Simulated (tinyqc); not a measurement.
Inside a calculation. Method: lattice vibrations of a chain. Computed by tinyqc, a small Python program that keeps every step. Command: `OMP_NUM_THREADS=1 python tinyqc.py 26978 26979 out.jsonl` (the two numbers bound the seeds that draw the settings). One thread of a shared host (Intel(R) Xeon(R) Processor @ 2.60GHz), about 0.01 s of CPU time with the checks.

## Dynamical matrix at q = 0.14

A chain moving along its axis:
```
atom  mass (u)  spring to the next atom (eV/angstrom^2)
1     60.40000                                 21.50000
2     34.60000                                 11.40000
3     32.70000                                 14.70000
```

q is in units of 2 pi/a. A spring k from atom i to atom j, n cells on, adds k to Phi_ii and Phi_jj, -k exp(2 pi i q n) to Phi_ij and the conjugate to Phi_ji (for one atom a cell: 2k (1 - cos 2 pi q n)); D_ij = Phi_ij / sqrt(m_i m_j).

D(q) (eV/(angstrom^2 u)):
$$\begin{pmatrix}
0.59934 & -0.47031 & -0.21084+0.25486i \\
-0.47031 & 0.95087 & -0.33892 \\
-0.21084-0.25486i & -0.33892 & 0.79817
\end{pmatrix}$$

## Frequencies

omega^2 are the eigenvalues; wavenumber = 521.4708 sqrt(eigenvalue) 1/cm.

eigenvalues: [0.02956, 0.93353, 1.38528]

wavenumbers (1/cm): [89.7, 503.8, 613.8]

weights |e|^2 of the mass-weighted modes, order atom 1, atom 2, atom 3:
$$\begin{pmatrix}
0.48408 & 0.28702 & 0.22889 \\
0.26807 & 0.15714 & 0.57479 \\
0.24785 & 0.55583 & 0.19632
\end{pmatrix}$$

## Dispersion and heat capacity

C/k_B per atom = mean over q = (j + 1/2)/80, j = 0..39 and all branches of y^2 e^y/(e^y - 1)^2, y = hc wavenumber / k_B T.

Wavenumbers (1/cm):
```
q         branch 1   branch 2   branch 3
0.00000    0.00000  532.80580  595.57914
0.06250   40.24234  525.76035  600.46077
0.12500   80.16670  508.77705  610.99570
0.18750  119.41280  486.79567  622.38822
0.25000  157.50632  462.10994  632.64737
0.31250  193.69178  436.10506  641.00889
0.37500  226.46975  410.51551  647.13600
0.43750  252.24217  389.03250  650.86414
0.50000  262.99636  379.70494  652.11472
```

Heat capacity:
```
T (K)  C/k_B per atom
20            0.04747
50            0.12164
100           0.24805
200           0.51701
300           0.70572
600           0.90676
1200          0.97508
```

zero-point energy per atom = 25.59591 meV
